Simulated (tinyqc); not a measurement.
Which current rules in forward bias: trap-assisted generation and recombination current of an abrupt junction. Computed by tinyqc, a small Python program. Command: `OMP_NUM_THREADS=1 python tinyqc.py 3009824 3009825 out.jsonl junctionleak walk`. One thread of a shared host (Intel(R) Xeon(R) Processor @ 2.30GHz), about 0.01 s of CPU time with the checks.

Depletion approximation, flat quasi-Fermi levels across the depleted layer, long neutral regions with minority lifetimes tau_n and tau_p, full ionisation and Boltzmann statistics. Voltages in exponents stand for e V.

Inputs (values chosen for the exercise, with bands and screening modelled on CdTe):
```
quantity                              value    unit
gap E_g                                1.55      eV
electron mass m_e                    0.0966     m_0
valleys M_c                               1       -
hole mass m_h                         0.632     m_0
dielectric constant eps                10.4       -
acceptor density N_A                1.8e+15   cm^-3
donor density N_D                   1.3e+17   cm^-3
capture time tau_n                  1.2e-09       s
capture time tau_p                  3.8e-07       s
trap level E_t - E_i                   0.19      eV
electron diffusion coefficient D_n       55  cm^2/s
hole diffusion coefficient D_p          7.2  cm^2/s
temperature T                           300       K
tunnelling mass m_t                    0.27     m_0
```

Field enhancement: Hurkx tunnelling factor.

Constants: k_B = 8.617333262e-05 eV/K; m_0 = 9.1093837015e-31 kg; k_B = 1.380649e-23 J/K; h = 6.62607015e-34 J s; e = 1.602176634e-19 C; eps_0 = 8.8541878128e-12 F/m; hbar = 1.054571817e-34 J s.

Method:
- N_c = 2 M_c (2 pi m_e k_B T/h^2)^(3/2) and N_v = 2 (2 pi m_h k_B T/h^2)^(3/2), masses in units of m_0.
- n_i = sqrt(N_c N_v) exp(-E_g/2 k_B T); V_bi = (k_B T/e) ln(N_A N_D/n_i^2); diffusion saturation current J_d0 = e n_i^2 [sqrt(D_n/tau_n)/N_A + sqrt(D_p/tau_p)/N_D].
- W = sqrt(2 eps eps_0 (V_bi - V)(1/N_A + 1/N_D)/e), x_p = W N_D/(N_A + N_D), x_n = W - x_p, peak field F_m = 2 (V_bi - V)/W; reverse bias means V = -V_r.
- Both capture times are divided by 1 + Gamma, Gamma = 2 sqrt(3 pi) (F/F_G) exp((F/F_G)^2), F_G = sqrt(24 m_t (k_B T)^3)/(e hbar) (the low-field Hurkx form), F being the local field, linear in x from 0 at the edges to F_m.
- Potential from the p edge: phi = (V_bi - V) x^2/(x_p W) on the p side and (V_bi - V)[1 - (W - x)^2/(x_n W)] on the n side; p = N_A exp(-phi/k_B T), n = n_i^2 exp(V/k_B T)/p; U = (n p - n_i^2)/[tau_p (n + n_i exp(dE/k_B T)) + tau_n (p + n_i exp(-dE/k_B T))], dE = E_t - E_i, n1 = n_i exp(dE/k_B T), p1 = n_i exp(-dE/k_B T); J_t = e int U dx by the trapezoid rule on 400 intervals on each side.
- J_d = J_d0 (exp(V/k_B T) - 1). Ideality n = (e/k_B T) dV/d ln J, central difference of 1 mV. The rows stop just below the bias where n = 0.1 p or tau_p n = 0.1 tau_n p at the p edge, or the like at the n edge.

k_B T = 0.0258520 eV

n_i = 294724 cm^-3

J_d0 = 1.65570e-18 A/cm^2

Forward characteristic:
```
V (V)  J_t (A/cm^2)  J_d (A/cm^2)  ideality of J_t  ideality of the sum
0.19     3.3686e-12    2.5737e-15           1.0691               1.0691
0.30     1.6886e-10    1.8145e-13           1.1105               1.1104
0.41     6.6854e-09    1.2784e-11           1.2275               1.2270
0.52     1.5092e-07    9.0074e-10           1.5517               1.5466
0.63     1.8325e-06    6.3462e-08           1.8112               1.7633
0.73     1.5204e-05    3.0370e-06           1.8231               1.6034
0.84     1.6445e-04    2.1397e-04           1.7435               1.2275
0.95     1.9206e-03    1.5076e-02           1.8129               1.0534
```

What follows from these numbers?

Diffusion overtakes recombination between 0.73 and 0.84 V, and the ideality of the sum goes from 1.07 to 1.05, with a maximum of 1.76 at 0.63 V. The ideality of J_t alone lies between 1.07 and 1.82; it is near 1 at low bias, where re-emission from a level off midgap limits the rate, and rises once n and p exceed n1 and p1.

Extremes, crossings and ranges named in words are read from the listed rows.
